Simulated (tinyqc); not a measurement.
Nucleation and growth of vacancy voids in a cooling silicon-like crystal: one step, computed by the program tinyqc. Command: `OMP_NUM_THREADS=1 python tinyqc.py 3002901 3002902 out.jsonl voids walk`. One thread of a shared host (Intel(R) Xeon(R) Processor @ 2.30GHz), about 0.3 s of CPU time with the checks.

Spherical voids; vacancies are lost only to voids.

Task: Nucleation rate at T with the initial excess. C_e = C_m exp[-(E_f/k_B)(1/T - 1/T_m)]; D = D0 exp(-E_m/(k_B T)); f = k_B T ln(C/C_e); r* = 2 gamma/(rho f); W* = 16 pi gamma^3/(3 rho^2 f^2); Z = f/sqrt(12 pi W* k_B T); I = rho Z (4 pi r* D C) exp(-W*/(k_B T)).

Inputs (values chosen for the exercise, close to those used for silicon): vacancy density at the melting point C_m = 5.1e+14 1/cm^3; formation energy E_f = 3.99 eV; melting point T_m = 1685 K; diffusion prefactor D0 = 0.0006 cm^2/s; migration energy E_m = 0.5 eV; site density rho = 5e+22 1/cm^3; void surface energy gamma = 0.807 J/m^2; temperature of the worked step T = 1340 K.

initial excess C = 5.872340e+13 1/cm^3

Constants: k_B = 8.617333262e-05 eV/K; k_B = 1.380649e-23 J/K; e = 1.602176634e-19 C.

Give: C_e; D; driving force f; critical radius r*; W*/(k_B T); rate I.

Result:

C_e = 4.3154e+11 1/cm^3

D = 7.9002e-06 cm^2/s

driving force f = 0.56734 eV

critical radius r* = 0.35512 nm

W*/(k_B T) = 23.043

rate I = 1.6970e+14 1/(cm^3 s)

Cooling by 10 K multiplies I by 6.0: nucleation switches on within a narrow range of temperature. Caution: at such a rate voids would have used up the initial excess before the crystal cooled to this T.
